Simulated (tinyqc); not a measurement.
Disorder broadening of a semi-elliptic band in the self-consistent Born approximation: two steps of the calculation.

The local Green function is G = g0(z - Sigma) with z = E + i eta and g0(z) = (z - sqrt(z - 2t) sqrt(z + 2t))/(2 t^2), principal roots; the self-energy is Sigma = D G. The density of states is -Im G/pi.

Parameters, values chosen for the exercise: hopping t = 1 eV; variance of the random site energy D = 1 eV^2; bare broadening eta = 0.03 eV; energy from the band centre E = -0.454 eV; mixing mix = 1.

Constants: q = 1.602176634e-19 C, hbar = 1.054571817e-34 J s. Results are converted to the units shown.

Question 1. Born step. G = g0(z - Sigma), Sigma(out) = D G, Sigma(new) = Sigma + mix (Sigma(out) - Sigma).

Sigma after iteration 1 = -0.22350417-0.95901654i eV

Wanted: G; Sigma(out); Sigma after iteration 2.

Answer 1.

G = -0.06394-0.61630i 1/eV
Sigma(out) = -0.06394-0.61630i eV
Sigma after iteration 2 = -0.06394-0.61630i eV

Question 2. Density of states and lifetime. G = Sigma/D, density of states -Im G/pi, lifetime hbar/(2 |Im Sigma|); without disorder the density of states is -Im g0(z)/pi. Closed form: G = (z - sqrt(z^2 - 4 (t^2 + D)))/(2 (t^2 + D)) with the root that gives Im G < 0; for eta -> 0 a semi-ellipse of half-width 2 sqrt(t^2 + D).

converged Sigma = -0.11228041-0.69047958i eV

Give: density of states; lifetime; density of states without disorder.

Answer 2.

density of states = 0.2198 1/eV
lifetime = 0.4766 fs
density of states without disorder = 0.3053 1/eV

Disorder makes the density of states at this energy 28 % below the clean value.

Range of the model: The self-consistent Born approximation misses band tails from rare fluctuations and localisation.

Program tinyqc, `OMP_NUM_THREADS=1 python tinyqc.py 2720021 2720022 out.jsonl`; Intel Xeon 2.30GHz, shared host, one thread, about 0.01 s.
